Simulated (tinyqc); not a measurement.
Worked calculation: a particle near a wafer in liquid: double-layer and van der Waals forces (DLVO), deposition barrier and removal. Computed by tinyqc, a small Python program that keeps every step. Command: `OMP_NUM_THREADS=1 python tinyqc.py 3110052 3110053 out.jsonl dlvo walk`. One thread of a shared host (Intel(R) Xeon(R) Processor @ 2.30GHz), about 0.01 s of CPU time with the checks. Intermediate numbers are printed to about 6 digits and carried at full precision; extremes and crossings named in words are read from the listed rows.

Sphere and flat wall, Derjaguin approximation, constant potentials in the linear-superposition form, no retardation and no hydration force.

Inputs (values chosen for the exercise, of the order of those for silica on silica in water):
```
quantity                             value   unit
particle radius R                      450     nm
Hamaker constant A                 4.1e-21      J
potential of the particle psi_1        -36     mV
potential of the wafer psi_2           -65     mV
salt concentration c                0.0076  mol/L
valence z of the symmetric salt          2      -
temperature T                          323      K
dielectric constant of the liquid     69.9      -
gap h                                   12     nm
contact distance h0                    0.3     nm
contact radius over R                 0.16      -
viscosity                             0.77  mPa s
```

Constants: e = 1.602176634e-19 C; N_A = 6.02214076e+23 1/mol; eps_0 = 8.8541878128e-12 F/m; k_B = 1.380649e-23 J/K; k_B = 8.617333262e-05 eV/K.

## Screening

kappa^2 = 2 z^2 e^2 N_A (1000 c)/(eps eps_0 k_B T); gamma_i = tanh(z e psi_i/(4 k_B T)); Z = 64 pi eps eps_0 (k_B T/(z e))^2 gamma_1 gamma_2.

kappa = 0.583555 1/nm

Debye length = 1.71363 nm

gamma_1 = -0.569438

gamma_2 = -0.823513

Z = 11.3022 pN

kappa R = 262.600

Like signs: the double layers repel.

## Energy and force at one gap

U(h) = Z R exp(-kappa h) - A R/(6 h); F(h) = -dU/dh = kappa Z R exp(-kappa h) - A R/(6 h^2), positive for repulsion.

double-layer energy = 1.03723 k_B T

van der Waals energy = -5.74616 k_B T

U(h) = -4.70894 k_B T

F(h) = 0.563825 pN

## The curve

The formulas are those given above.

Against the gap:
```
h (nm)  kappa h     U (k_B T)        F (pN)
0.4      0.2334   7.30675e+02   4.28214e+02
0.6      0.3501   6.88658e+02   1.23704e+03
1.0      0.5836   5.67337e+02   1.34836e+03
1.5      0.8753   4.29299e+02   1.10015e+03
2.5      1.4589   2.37576e+02   6.40836e+02
4.0      2.3342   9.32588e+01   2.68335e+02
7.0      4.0849   9.33823e+00   4.36607e+01
12.0     7.0027  -4.70894e+00   5.63825e-01
20.0    11.6711  -3.43796e+00  -7.43412e-01
40.0    23.3422  -1.72385e+00  -1.92187e-01
```

Caution: in rows with kappa h below 1 linear superposition is only rough.

## Barrier and secondary minimum

F = 0 reads x^2 exp(-x) = y with x = kappa h and y = A kappa/(6 Z); the left side peaks at x = 2 with 4/e^2 = 0.5413, so roots exist for smaller y: x < 2 is the barrier, x > 2 the secondary minimum.

y = 0.0352818

position of the barrier = 0.357242 nm

barrier height = 732.859 k_B T

position of the secondary minimum = 12.5570 nm

energy at the secondary minimum = -4.74188 k_B T

A barrier above 15 k_B T practically stops deposition. The secondary minimum is deep enough to hold particles loosely.

## Critical salt concentration

The barrier height is zero when U = 0 and F = 0 together: kappa h = 1 and kappa = 6 Z/(e A), e = 2.718282 here; c follows from kappa^2, with the potentials held fixed.

critical kappa = 6.08467 1/nm

critical concentration = 0.826273 mol/L

## Adding salt

kappa scales as sqrt(c); potentials are held fixed. A dash marks rows without a maximum.

Against the concentration:
```
c (mol/L)  Debye length (nm)  barrier at (nm)  barrier (k_B T)  minimum at (nm)  minimum (k_B T)
8.26e-05             16.4375          1.02858          1004.27      1.68686e+02     -3.68939e-01
8.26e-04              5.1980          0.59354           901.25      4.57661e+01     -1.33554e+00
8.26e-03              1.6437          0.35074           724.75      1.19506e+01     -4.97628e+00
4.13e-02              0.7351          0.24987           535.88      4.50011e+00     -1.28197e+01
1.65e-01              0.3678          0.19416           317.55      1.85377e+00     -2.98170e+01
4.13e-01              0.2325          0.17140           143.30      9.83814e-01     -5.35276e+01
7.44e-01              0.1732          0.16456            21.99      6.29052e-01     -7.94353e+01
1.24e+00              0.1342          0.16921           -84.42      4.00146e-01     -1.14548e+02
2.48e+00              0.0949                -                -                -                -
```

At low salt the barrier tends to Z R = 1140 k_B T; it is half of that between 0.0083 and 0.041 mol/L and changes sign at 0.83 mol/L, while the secondary minimum deepens to -79 k_B T at 0.9 of that.

## Removing an attached particle

Adhesion F_a = A R/(6 h0^2) [1 + a^2/(R h0)] - kappa Z R exp(-kappa h0), a the contact radius. Drag in a shear flow F_d = 1.7 x 6 pi mu R^2 G, acting at 1.4 R; rolling starts when 1.4 R F_d = a F_a. Wall shear stress = mu G.

van der Waals adhesion = 134617 pN

net adhesion F_a = 132125 pN

wall shear stress for rolling = 2327.04 Pa

shear rate G = 3.02212e+06 1/s

Checks made by the program: force against a difference of U (relative difference 1e-10).
